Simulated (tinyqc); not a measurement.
Raising U: Hubbard chain of 2 sites, mean field against exact. Computed by the program tinyqc. Collinear unrestricted mean field (the lowest of 40 random starts) against exact diagonalisation.

one-body matrix (hopping and site energies) (eV):
```
,1,2
1,0.0000,-0.7900
2,-0.7900,0.0000
```

electrons, up and down: 1  1

Exact and mean-field results (eV):
```
U,U/t,E exact,E mean field,mean |n_up - n_down|,"double occupancy, exact",first gap in the sector
0.4000,0.5063,-1.392608,-1.380000,0.0000,0.2186,1.3926
0.7900,1.0000,-1.233627,-1.185000,0.0000,0.1894,1.2336
1.5800,2.0000,-0.976494,-0.790000,0.0005,0.1382,0.9765
2.3700,3.0000,-0.790000,-0.526667,0.7454,0.1000,0.7900
3.1600,4.0000,-0.654457,-0.395000,0.8660,0.0732,0.6545
4.7400,6.0000,-0.478386,-0.263333,0.9428,0.0420,0.4784
9.4800,12.0000,-0.256399,-0.131667,0.9860,0.0128,0.2564
15.8000,20.0000,-0.156451,-0.079000,0.9950,0.0049,0.1565
```

Estimate the missing row, U = 6.32.

Computed row:
```
U          U/t    E exact  E mean field  mean |n_up - n_down|  double occupancy, exact  first gap in the sector
6.3200  8.0000  -0.372987     -0.197500                0.9682                   0.0264                   0.3730
```

In absolute terms mean field is worst at U/t = 3.0, 0.263 eV too high: at small U it is nearly exact, and at large U it misses only exchange-scale energies. For the symmetric dimer the instability lies at U = 2t. Its local moments set in at U/t = 3.0 of those listed, a broken symmetry that the exact state of a finite cluster with equal spins does not have. Relative to the exact energy its error is 0.9 % at the smallest U, 50 % at most and 50 % at the largest. The double occupancy falls from 0.219 to 0.005; at the largest U the first gap is 0.99 times the exchange scale 4t^2/U.
